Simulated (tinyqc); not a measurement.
From results back to parameters: quantum-confined Stark effect in a modulator well.

Problem. The shift of E_e + E_h was computed from a hidden field.

Envelopes on cells of 0.5 angstrom over the well |z| < L/2 and 45 angstrom of barrier on each side, psi = 0 beyond, psi'/m continuous (mean mass between points), c = hbar^2/2m0. The electron sees + e F z and the hole - e F z, each with its offset in the barriers; 1 kV/cm = 1e-5 eV/angstrom. Light holes, band mixing and escape by tunnelling are left out.

Constants: hbar^2/2m0 = 3.80998211 eV angstrom^2.

Inputs chosen for the exercise (near those of an InGaAsP well in InP; shifted at random, so the results belong to these values and not to a real crystal):
```
symbol  value   unit      meaning
L       66      angstrom  well width
Vc      0.19    eV        conduction offset
Vv      0.275   eV        heavy-hole offset
me      0.0495  m0        electron, well
meb     0.0812  m0        electron, barrier
mh      0.376   m0        heavy hole along z, well
mhb     0.495   m0        heavy hole, barrier
```

shift = -8.844 meV

Find: F; local exponent d ln(shift)/d ln F.

Solution. The shift grows steadily in size with F, so bisection finds one value; its slope is -e times the separation of the carriers.

F = 111.0 kV/cm
local exponent d ln(shift)/d ln F = 1.94

tinyqc: `OMP_NUM_THREADS=1 python tinyqc.py 1251564 1251565 out.jsonl`; about 0.1 s, one thread, shared Intel(R) Xeon(R) Processor @ 2.30GHz.
